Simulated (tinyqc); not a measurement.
Classical Heisenberg spin chain: exact results, Metropolis, heat-bath and over-relaxation steps, and a Monte Carlo run: one step, computed by the program tinyqc.

E = -J sum_i s_i . s_(i+1) for unit vectors s_i on an open chain; K = J/(k_B T).

Question. Exact results. Each bond angle is independent, so u = <s_i . s_(i+1)> = coth K - 1/K, <s_i . s_(i+n)> = u^n, correlation length xi = -1/ln|u|, energy per bond -J u, heat capacity per bond c/k_B = 1 - K^2/sinh^2 K, and for the long chain chi = mu^2 (1 + u)/(3 k_B T (1 - u)) per spin.

Inputs (values chosen for the exercise, for a model chain of large moments): coupling J = 31 meV; temperature T = 96 K; moment mu = 5.2 mu_B.

Constants: k_B = 8.617333262e-05 eV/K; mu_B = 5.7883818060e-05 eV/T.

Give: K; u; xi; energy per bond; heat capacity; chi over the Curie value; chi.

Answer.

K = 3.7473

u = 0.73425

xi = 3.2373 sites

energy per bond = -22.762 meV

heat capacity = 0.96873 k_B/bond

chi over the Curie value = 6.5260

chi = 0.41157 mu_B/T per spin

For |K| >> 1, |u| = 1 - 1/|K| and xi = |K| - 1/2 = 3.25: the chain orders only at T = 0, and c tends to k_B, not to zero, a failure of classical spins.
